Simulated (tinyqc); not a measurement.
Inverse iteration on a symmetric matrix, step by step. One step of it, computed by the program tinyqc.

Question. Step 1. solve (A - shift) w = v; v' = w/|w| with its largest component positive (the first on a tie); lambda = v'^T A v'.

A:
```
,1,2,3
1,0.220000,0.104000,0.106000
2,0.104000,0.280000,0.031000
3,0.106000,0.031000,1.388000
```

vector v at the start: 0.577350  0.577350  0.577350

shift = -0.240000

Give: vector after step 1; Rayleigh quotient after step 1.

Answer.

vector after step 1: 0.7262  0.6576  0.2004

Rayleigh quotient after step 1 = 0.4312
